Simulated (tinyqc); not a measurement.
# Non-linearity against on/off ratio

Worst-case read of an N x N array without selectors, ideal wires, unselected lines floating and all unselected cells in the low state with resistance K Ron: the sneak path is Rsn = K Ron [2/(N - 1) + 1/(N - 1)^2], in parallel with the selected cell Rc. A sense resistor Ron to ground gives Vout = Vr Ron/(Ron + Rc Rsn/(Rc + Rsn)); margin = [Vout(Rc = Ron) - Vout(Rc = ra Ron)]/Vr. Here N = 512; the columns give the margin for ra = 5, 30 and 1000.

Non-linearity against on/off ratio:

| K | Rsn/Ron | margin, ra = 5 (%) | margin, ra = 30 (%) | margin, ra = 1000 (%) |
|---|---|---|---|---|
| 1 | 0.0039177 | 0.0012126 | 0.0014662 | 0.0015155 |
| 3 | 0.011753 | 0.010647 | 0.012890 | 0.013326 |
| 10 | 0.039177 | 0.10875 | 0.13224 | 0.13683 |
| 30 | 0.11753 | 0.78417 | 0.96409 | 0.99973 |
| 100 | 0.39177 | 4.6829 | 5.9216 | 6.1753 |
| 300 | 1.1753 | 13.683 | 17.996 | 18.923 |
| 1000 | 3.9177 | 24.376 | 33.264 | 35.261 |
| 3000 | 11.753 | 29.856 | 41.452 | 44.114 |

Read the table: what changes, and by how much?

At K = 1 the margin is 0.00121 % for ra = 5 and 0.00152 % for ra = 1000: an on/off ratio 200 times larger gains a factor of only 1.25, because the sneak path (0.0039 Ron) shunts the cell. Raising K to 3000 lifts the margin at ra = 30 from 0.00147 to 41.5 %.

tinyqc, about 0.01 s, one thread, Intel Xeon 2.30GHz (shared host): `OMP_NUM_THREADS=1 python tinyqc.py 2880140 2880141 out.jsonl`
